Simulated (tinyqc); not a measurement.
Worked calculation: Hubbard chain of 2 sites. One step of it, computed by the program tinyqc.

Problem. The many-body Hamiltonian. Basis: all placements (u, d, 2, 0 on each site), up operators ordered before down ones; hops carry the sign of the same-spin electrons passed.

one-body matrix (hopping and site energies) (eV), order 1, 2:
```
[[0.000000, -0.820000],
 [-0.820000, 0.000000]]
```

U = 0.900000 eV

electrons, up and down: [1, 1]

Give: H.

Solution.

H (eV), order 20, ud, du, 02:
```
[[0.9000, -0.8200, -0.8200, 0.0000],
 [-0.8200, 0.0000, 0.0000, -0.8200],
 [-0.8200, 0.0000, 0.0000, -0.8200],
 [0.0000, -0.8200, -0.8200, 0.9000]]
```
